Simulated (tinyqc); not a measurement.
Worked calculation: scattering of inversion-layer electrons by surface optical phonons of the gate insulator (remote phonon scattering). Computed by tinyqc, a small Python program that keeps every step. Command: `OMP_NUM_THREADS=1 python tinyqc.py 3113431 3113432 out.jsonl sophonon walk`. One thread of a shared host (Intel(R) Xeon(R) Processor @ 2.30GHz), about 0.01 s of CPU time with the checks. Intermediate numbers are printed to about 5 digits and carried at full precision; extremes and crossings named in words are read from the listed rows.

One subband with the Fang-Howard envelope; insulator and channel are half-spaces, the gate is far away, and an interlayer only moves the polar surface away by t (its own modes and its permittivity contrast are left out).

Inputs (values chosen for the exercise, modelled on HfO2 on In0.53Ga0.47As):

| quantity | value | unit |
|---|---|---|
| static constant of the insulator eps_0s | 22.2 | - |
| intermediate constant eps_i | 6.62 | - |
| optical constant eps_inf | 5.12 | - |
| hbar omega_TO1 | 12.7 | meV |
| hbar omega_TO2 | 48.5 | meV |
| constant of the channel eps_s | 13.9 | - |
| in-plane mass m | 0.0433 | m_0 |
| valleys g_v | 1 | - |
| sheet density n | 2.8e+12 | 1/cm^2 |
| mean distance of the electrons z0 = 3/b | 3 | nm |
| interlayer thickness t | 1 | nm |
| temperature T | 250 | K |
| electron energy E | 120 | meV |
| mobility from other processes | 3900 | cm^2/(V s) |

Screening by the channel electrons: none.

Constants: k_B = 8.617333262e-05 eV/K; hbar^2/(2 m_0) = 3.80998212 eV angstrom^2; e^2/(4 pi eps_0) = 14.39964548 eV angstrom; hbar = 6.582119569e-16 eV s; e = 1.602176634e-19 C; m_0 = 9.1093837015e-31 kg.

## Surface modes and strengths

eps(w) = eps_inf + (eps_0s - eps_i) w1^2/(w1^2 - w^2) + (eps_i - eps_inf) w2^2/(w2^2 - w^2). Surface modes solve eps(w) + eps_s = 0, a quadratic in w^2; the strength of a mode is g = 2/(w d eps/dw). Occupation N = 1/(exp(hbar w/(k_B T)) - 1).

hbar omega_SO (meV): 1 16.809, 2 50.484

strengths g: 1 0.020608, 2 0.004268

occupations N: 1 0.84603, 2 0.10620

hbar omega g (2 N + 1) (meV): 1 0.93250, 2 0.26122

The lower mode has the larger hbar omega g N, the prefactor of absorption before the dependence on q: 0.293 and 0.0229 meV.

## The electron gas

Density of states D = g_v m/(pi hbar^2); eta = E_F/(k_B T) = ln(exp(n/(D k_B T)) - 1); screening wave number q_s = e^2 D/(2 eps_0 eps_avg) x 1/(1 + exp(-eta)), eps_avg = (eps_s + eps_inf)/2; b = 3/z0.

D = 1.8088e+13 1/(eV cm^2)

eta = 7.1848

q_s = 0.17195 1/nm

b = 1 1/nm

Caution: E_F is high enough for upper subbands or non-parabolicity, left out here, to matter.

## Squared matrix elements

For a mode of strength g, without the occupation factor, Area x |M(q)|^2 = e^2 hbar w g/(2 eps_0 q) x (b/(b + q))^6 exp(-2 q t).

Area x |M|^2 (meV^2 nm^2):

| q (1/nm) | (b/(b + q))^6 | exp(-2 q t) | mode 1 | mode 2 |
|---|---|---|---|---|
| 0.05 | 0.74622 | 0.90484 | 4.2322e+04 | 2.6324e+04 |
| 0.10 | 0.56447 | 0.81873 | 1.4484e+04 | 9.0091e+03 |
| 0.20 | 0.33490 | 0.67032 | 3.5177e+03 | 2.1881e+03 |
| 0.30 | 0.20718 | 0.54881 | 1.1878e+03 | 7.3882e+02 |
| 0.50 | 0.08779 | 0.36788 | 2.0244e+02 | 1.2592e+02 |
| 0.80 | 0.02940 | 0.20190 | 2.3254e+01 | 1.4464e+01 |
| 1.20 | 0.00882 | 0.09072 | 2.0897e+00 | 1.2998e+00 |

## Rates at the energy E

Approximate momentum relaxation rate, taking tau v alike in the initial and final states: 1/tau = (m/(2 pi hbar^3)) sum over modes and over absorption (N, E' = E + hbar w) and emission (N + 1, E' = E - hbar w > 0) of [(1 - f(E'))/(1 - f(E))] int_0^(2 pi) Area |M(q)|^2 (1 - cos theta) d theta, q^2 = k^2 + k'^2 - 2 k k' cos theta, f the Fermi function; 48 midpoints in theta from 0 to pi.

rates (1/ps): mode 1 absorption 0.26934, mode 1 emission 0.20020, mode 2 absorption 0.03485, mode 2 emission 0.01867

tau at E = 1911.8 fs

## Mobility

mu = (e/m) int tau E f (1 - f) dE/(k_B T int f dE), by 300 midpoints from 0 to (max(eta, 0) + 14) k_B T; Matthiessen sum with the other processes.

remote-phonon mobility = 1.2343e+05 cm^2/(V s)

total mobility = 3780.5 cm^2/(V s)

loss of mobility = 3.0629 %

Caution: a relaxation time is only an approximation for inelastic scattering, and static or no screening brackets the true dynamic screening only roughly.

## What an interlayer buys

The formulas are those given above.

Against the interlayer thickness:

| t (nm) | remote-phonon mobility (cm^2/(V s)) | total (cm^2/(V s)) |
|---|---|---|
| 0.0 | 5.4232e+04 | 3638.4 |
| 0.3 | 7.1203e+04 | 3697.5 |
| 0.6 | 9.1409e+04 | 3740.4 |
| 1.0 | 1.2343e+05 | 3780.5 |
| 1.5 | 1.7144e+05 | 3813.3 |
| 2.0 | 2.2799e+05 | 3834.4 |
| 3.0 | 3.6559e+05 | 3858.8 |

1 nm of interlayer raises the remote-phonon mobility by a factor 2.28, as exp(2 q t) with an effective q of 0.41 per nm; between 2 and 3 nm the effective q is 0.24. The total goes from 3640 to 3780 over the first nanometre.

Checks made by the program: sum of strengths against 1/(eps_s + eps_inf) - 1/(eps_s + eps_0s) (relative difference below 1e-10).
